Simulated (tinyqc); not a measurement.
# Schottky barrier with interface states (Cowley-Sze model), image lowering and contact resistance, step by step

A worked calculation. Computed by tinyqc, a small Python program that keeps every step. Command: `OMP_NUM_THREADS=1 python tinyqc.py 3003343 3003344 out.jsonl pinning walk`. One thread of a shared host (Intel(R) Xeon(R) Processor @ 2.30GHz), about 0.01 s of CPU time with the checks. Intermediate numbers are printed to about 7 digits and carried at full precision; extremes and crossings named in words are read from the listed rows.

An n-type semiconductor under a metal. The barrier lies between the Schottky-Mott limit phi_M - chi and the Bardeen limit E_g - E_n, E_n being the neutrality level of the interface states; the space-charge term of the full Cowley-Sze expression is left out.

Inputs (values chosen for the exercise, for a model semiconductor):
```
quantity                                       value         unit
gap E_g                                          3.3           eV
electron affinity chi                            3.8           eV
metal work function phi_M                       5.01           eV
neutrality level E_n above the valence band     2.01           eV
interface-state density D                    2.9e+14  cm^-2 eV^-1
dipole layer thickness delta                    0.43           nm
dipole layer constant eps_i                        4            -
dielectric constant eps_s                       11.1            -
electron mass m_e                              0.297          m_0
valleys M_c                                        3            -
donor density N                              1.8e+19        cm^-3
temperature T                                    200            K
reverse bias V_r                                 4.5            V
```

Pinning factor from: interface states.

Constants: e = 1.602176634e-19 C; eps_0 = 8.8541878128e-12 F/m; k_B = 8.617333262e-05 eV/K; m_0 = 9.1093837015e-31 kg; k_B = 1.380649e-23 J/K; h = 6.62607015e-34 J s; hbar = 1.054571817e-34 J s.

## Pinning factor and barrier

S = 1/(1 + e^2 D delta/(eps_i eps_0)); for D per eV, e^2 D is the number e x D in SI units, with 1 cm^-2 = 1e4 m^-2. phi_B = S (phi_M - chi) + (1 - S)(E_g - E_n); the hole barrier is E_g - phi_B.

pinning factor S = 0.1505762

Schottky-Mott barrier = 1.21 eV

Bardeen barrier = 1.29 eV

barrier phi_B = 1.277954 eV

hole barrier = 2.022046 eV

The contact is partly pinned.

## Depletion layer and image lowering under reverse bias

N_c = 2 M_c (2 pi m_e k_B T/h^2)^(3/2); xi = E_c - E_F solves N = N_c F_1/2(-xi/k_B T) (bisection; full ionisation). F_1/2(eta) = (2/sqrt(pi)) int_0^infinity sqrt(x)/(1 + exp(x - eta)) dx, by the trapezoid rule in t = sqrt(x) with step 0.02 up to t = 12 (for eta < -12 by exp(eta) - exp(2 eta)/2^(3/2)). V_bi = phi_B - xi; W = sqrt(2 eps_s eps_0 (V_bi + V_r - k_B T/e)/(e N)); field at the metal E_m = e N W/(eps_s eps_0); image lowering sqrt(e E_m/(4 pi eps_s eps_0)).

N_c = 6.632711e+18 cm^-3

xi = -0.03316162 eV

built-in voltage V_bi = 1.311116 V

depletion width W = 19.87212 nm

field E_m = 5831166 V/cm

image lowering = 0.2750376 eV

Caution: the field is near or above breakdown for such a gap, so avalanche or tunnelling current would take over. Caution: the field is near breakdown. Caution: the semiconductor is degenerate: the k_B T/e term in W and the parabolic band are then rough. Caution: E_00 = (e hbar/2) sqrt(N/(m_e eps_s eps_0)) is above 0.3 k_B T, so tunnelling through the barrier adds to the thermionic currents, most of all under reverse bias.

## Thermionic current

A* = 4 pi e m_e M_c k_B^2/h^3 (a simple valley count); J_s = A* T^2 exp(-phi/k_B T). J_0 uses phi_B; the reverse current uses phi_B less the image lowering, times 1 - exp(-V_r/k_B T).

Richardson constant A* = 107.0743 A cm^-2 K^-2

J_0 = 2.683641e-26 A/cm^2

thermionic reverse current = 2.287533e-19 A/cm^2

Image lowering raises the reverse current by a factor 8.52e6. Caution: so small an emission current is nominal: generation, tunnelling and edge leakage set the real one.

## Tunnelling scale and contact resistivity

E_00 = (e hbar/2) sqrt(N/(m_e eps_s eps_0)), E_0 = E_00 coth(E_00/k_B T); scaling form of the contact resistivity rho_c = (k_B/(e A* T)) exp(phi_B/E_0), which is the thermionic result when E_00 << k_B T and keeps only the leading exponential of tunnelling when E_00 >> k_B T; image lowering is left out of it.

E_00 = 0.04338343 eV

E_00/k_B T = 2.517219

E_0 = 0.04395197 eV

contact resistivity rho_c = 17071.37 ohm cm^2

With the usual bounds 0.5 and 5 on E_00/k_B T the regime is thermionic-field emission; so large a rho_c means a blocking contact. Caution: outside the thermionic regime the prefactor of rho_c is only an order-of-magnitude estimate.

## Choosing the metal

The formulas are those given above.

Against work function:
```
phi_M (eV)  Schottky-Mott (eV)  phi_B (eV)  J_0 (A/cm^2)  rho_c (ohm cm^2)
3.80                      0.00    1.095757  1.046867e-21            270.37
4.03                      0.23    1.130389  1.403429e-22            594.52
4.26                      0.46    1.165022  1.881435e-23           1307.29
4.49                      0.69    1.199654  2.522249e-24           2874.62
4.71                      0.91    1.232781  3.690033e-25           6108.15
4.94                      1.14    1.267414  4.946854e-26          13431.30
5.17                      1.37    1.302046  6.631746e-27          29534.25
5.40                      1.60    1.336679  8.890511e-28          64943.24
```

A span of 1.60 eV in work function moves the barrier by 0.241 eV (slope S = 0.151) and rho_c by 2.4 decades. The barrier equals its Schottky-Mott value only at phi_M = chi + E_g - E_n = 5.09 eV, where the interface states are neutral.

## Doping the contact

Regimes: thermionic below E_00/k_B T = 0.5, field emission above 5.

Against doping:
```
N (cm^-3)  1e10/sqrt(N)    E_00/k_B T  rho_c (ohm cm^2)                     regime
1.00e+16   1.000000e+02  5.933141e-02      5.887683e+23        thermionic emission
1.00e+17   3.162278e+01  1.876224e-01      2.723030e+23        thermionic emission
1.00e+18   1.000000e+01  5.933141e-01      3.123821e+20  thermionic-field emission
3.00e+18   5.773503e+00  1.027650e+00      6.709577e+15  thermionic-field emission
1.00e+19   3.162278e+00  1.876224e+00      9.583543e+07  thermionic-field emission
3.00e+19   1.825742e+00  3.249715e+00      3.050550e+01  thermionic-field emission
1.00e+20   1.000000e+00  5.933141e+00      1.077041e-03             field emission
3.00e+20   5.773503e-01  1.027650e+01      5.474106e-06             field emission
1.00e+21   3.162278e-01  1.876224e+01      2.094264e-07             field emission
```

Even over the thermionic rows rho_c falls by a factor 2.2, since the barrier is many E_0 high, and then it falls faster, by 30.4 decades in all; in field emission ln rho_c is linear in 1/sqrt(N). It stays above 1e-7 ohm cm^2 at every listed doping.

Checks made by the program: charge in the layer against the field (relative difference below 1e-10).
